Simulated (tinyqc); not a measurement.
Inside a calculation. Method: MP2 on RHF in the sto-3g basis, for H3+, spin multiplicity 1. One step of it, computed by the program tinyqc.

Problem. Second-order Moller-Plesset energy. E2 = sum_ijab (ia|jb) [2 (ia|jb) - (ib|ja)] / (e_i + e_j - e_a - e_b) over occupied i, j and virtual a, b; the opposite-spin part is (ia|jb)^2 / denominator, the rest is same-spin, and SCS-MP2 scales them by 6/5 and 1/3.

orbital energies (hartree): MO1 -1.205642, MO2 -0.146011, MO3 0.124658

Two-electron integrals over orbitals (pq|rs), unique and non-zero (hartree):
```
(11|11) 0.613987    (21|11) -0.000019   (21|21) 0.144012    (22|11) 0.575772
(22|21) 0.000053    (22|22) 0.644950    (31|11) 0.033514    (31|21) 1.82e-06
(31|22) -0.069383   (31|31) 0.141659    (32|11) 3.09e-06    (32|21) -0.101685
(32|22) -0.000020   (32|31) -0.000046   (32|32) 0.091027    (33|11) 0.608407
(33|21) -0.000061   (33|22) 0.541215    (33|31) 0.093196    (33|32) 0.000018
(33|33) 0.666611
```

Hartree-Fock energy = -1.23138600 hartree

Give: Terms; Pair energies; MP2 correlation energy; SCS-MP2 correlation energy; MP2 total energy.

Solution.

Terms:
```
i  j  a  b   (ia|jb)   (ib|ja)  denominator     term
1  1  2  2    0.1440    0.1440      -2.1193  -0.0098
1  1  3  3    0.1417    0.1417      -2.6606  -0.0075
1  1  2  3  1.82e-06  1.82e-06      -2.3899        0
1  1  3  2  1.82e-06  1.82e-06      -2.3899        0
```

Pair energies (hartree; pair i-j sums ij and ji):
```
pair  opposite spin  same spin
1-1         -0.0173          0
```

MP2 correlation energy = -0.017329 hartree

SCS-MP2 correlation energy = -0.020794 hartree

MP2 total energy = -1.248715 hartree
